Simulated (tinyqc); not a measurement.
Bandgap voltage reference from two bipolar transistors: two steps of the calculation.

Two transistors of area 1 and N carry the same current I. Is(T) = Is (T/T0)^eta exp[(Vg0 q/kB)(1/T0 - 1/T)], VBE1 = Vt ln(I/Is(T)) + I rb, VBE2 = Vt ln(I/(N Is(T))) + I rb/N. The amplifier forces I R1(T) = VBE1 - VBE2 + Vos, with R(T) = R (1 + tc (T - T0)) for both resistors, and the output is Vref = VBE1 + I R2(T). Base currents and the Early effect are neglected.

Parameters, values chosen for the exercise; values of the order met in silicon bipolar transistors: reference temperature T0 = 298 K; band-gap voltage extrapolated to 0 K Vg0 = 1.146 V; temperature exponent of the saturation current eta = 4; saturation current of the unit transistor at T0 Is = 7.1e-16 A; area ratio of the second transistor N = 8; resistor across which the difference of VBE falls, at T0 R1 = 9.2 kohm; temperature coefficient of both resistors tc = 0 ppm/K; offset of the amplifier Vos = 0 mV; series resistance of the unit transistor rb = 130 ohm; output resistor at T0 R2 = 104.9 kohm.

Constants: q = 1.602176634e-19 C, kB = 1.380649e-23 J/K. Results are converted to the units shown.

Problem 1. Operating point at the reference temperature. Vt = kB T/q; I = (Vt ln N + Vos)/(R1(T) - rb (1 - 1/N)). Evaluate at T = T0.

Give: Vt; I; Is(T); VBE1; I R2; Vref.

Solution 1.

Vt = 0.025680 V
I = 5.8769 uA
Is(T) = 7.1000e-16 A
VBE1 = 0.58720 V
I R2 = 0.61649 V
Vref = 1.2037 V

Problem 2. Resistor for zero slope at T0, ideal case. With tc = 0, Vos = 0 and rb = 0 the current is proportional to T, dVBE/dT = (VBE - Vg0 - (eta - 1) Vt)/T, and Vref has zero slope at T0 when Vref = Vg0 + (eta - 1) Vt0. Find VBE1, its slope, that Vref, R2/R1 and the curvature d2Vref/dT2 = -(eta - 1) kB/(q T0).

Wanted: VBE1; dVBE/dT; Vref; R2/R1; curvature.

Solution 2.

VBE1 = 0.5861 V
dVBE/dT = -2.137 mV/K
Vref = 1.223 V
R2/R1 = 11.93
curvature = -0.8675 uV/K^2

tinyqc, about 0.02 s, one thread, Intel Xeon 2.30GHz (shared host): `OMP_NUM_THREADS=1 python tinyqc.py 2062165 2062166 out.jsonl`
